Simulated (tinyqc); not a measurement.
Flow curve at three pumping speeds: Berg model of reactive sputtering of a nitride or oxide: poisoning, hysteresis and pumping speed. Computed by tinyqc, a small Python program. Command: `OMP_NUM_THREADS=1 python tinyqc.py 3012405 3012406 out.jsonl berg walk`. One thread of a shared host (Intel(R) Xeon(R) Processor @ 2.30GHz), about 0.07 s of CPU time with the checks.

A diatomic gas reacts with bare metal on the target and on the collecting surfaces; ions remove metal and compound from the target. theta_t and theta_c are the compound fractions.

Inputs (values chosen for the exercise, close to those used for aluminium oxide):

| quantity | value | unit |
|---|---|---|
| ion current density J | 26 | mA/cm^2 |
| target area A_t | 210 | cm^2 |
| collecting area A_c | 1800 | cm^2 |
| metal yield Y_m | 1 | - |
| compound yield Y_c | 0.048 | - |
| sticking coefficient alpha | 0.48 | - |
| reactive atoms per metal atom z | 1.5 | - |
| gas mass M | 32 | u |
| pumping speed S | 60 | l/s |
| gas temperature T | 300 | K |

Constants: e = 1.602176634e-19 C; u = 1.6605390666e-27 kg; k_B = 1.380649e-23 J/K.

Method. Ion flux j = J/e; gas flux F = P/sqrt(2 pi M k_B T). Target: (2/z) alpha F (1 - theta_t) = j Y_c theta_t. Sputtered flows F_c = j Y_c theta_t A_t, F_m = j Y_m (1 - theta_t) A_t. Collector: (2/z) alpha F (1 - theta_c) A_c + F_c (1 - theta_c) = F_m theta_c. Gas use Q = alpha F [(1 - theta_t) A_t + (1 - theta_c) A_c] + P S/(k_B T); 1 sccm = 4.4780e17 molecules/s. Rate R = F_m + F_c, given relative to j Y_m A_t. P is a single-valued function of the flow Q only if dQ/dP > 0 everywhere: S must exceed k_B T times the steepest fall of the surface terms with P.

pressure of the steepest fall = 0.0135808 Pa

critical pumping speed = 633.192 l/s

Pressure as the free variable:

| P (Pa) | theta_t | theta_c | relative rate | Q at S_c/4 (sccm) | Q at S_c (sccm) | Q at 2 S_c (sccm) |
|---|---|---|---|---|---|---|
| 0.00068 | 0.13062 | 0.07263 | 0.87565 | 3.688 | 3.862 | 4.094 |
| 0.00140 | 0.23625 | 0.15360 | 0.77509 | 6.915 | 7.273 | 7.751 |
| 0.00270 | 0.37365 | 0.29602 | 0.64429 | 11.116 | 11.807 | 12.729 |
| 0.00480 | 0.51469 | 0.48718 | 0.51002 | 14.591 | 15.820 | 17.459 |
| 0.00810 | 0.64153 | 0.68153 | 0.38926 | 15.833 | 17.907 | 20.672 |
| 0.01400 | 0.75569 | 0.84271 | 0.28058 | 14.690 | 18.275 | 23.054 |
| 0.02200 | 0.82937 | 0.92280 | 0.21044 | 12.961 | 18.594 | 26.105 |
| 0.03400 | 0.88252 | 0.96386 | 0.15984 | 11.695 | 20.401 | 32.008 |
| 0.05400 | 0.92267 | 0.98463 | 0.12162 | 11.444 | 25.270 | 43.705 |
| 0.11000 | 0.96048 | 0.99608 | 0.08562 | 14.256 | 42.420 | 79.973 |

What follows from these numbers?

At S_c/4 the flow falls with pressure in 4 of the intervals: as the target poisons, less metal arrives to getter the gas. At 2 S_c it rises throughout. Coverages and rate depend on P alone, not on S. The collector converts before the target (theta_c = 0.68 at theta_t = 0.64), since the metal is spread over a larger area and no ions clean it. The rate tends to Y_c/Y_m = 0.048.
